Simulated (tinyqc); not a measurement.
The weight eta from points of equal mobility.

Question. If the mobility depends on E = q (Ndep + eta Ns)/(eps0 eps_r) alone, two points of equal mobility on its falling branch have equal E. Find eta and E.

Values chosen for this exercise:
```
symbol  value  unit                                     meaning
eps_r    11.7        relative permittivity of the semiconductor
```

Constants: q = 1.602176634e-19 C, eps0 = 8.8541878128e-14 F/cm where lengths are in cm. Results are converted to the units shown.

Ndep at two body biases (cm^-2): 5.5221292e12  8.6664947e12
Ns at which the mobility is the same (cm^-2): 2.4e13  1.7953143e13

Solution. eta is the ratio of the differences of Ndep and Ns.

eta = 0.5200
E = 2.784 MV/cm

Computed by the program tinyqc: `OMP_NUM_THREADS=1 python tinyqc.py 2510121 2510122 out.jsonl`, one thread of a shared Intel Xeon 2.30GHz, about 0.01 s for the whole run.
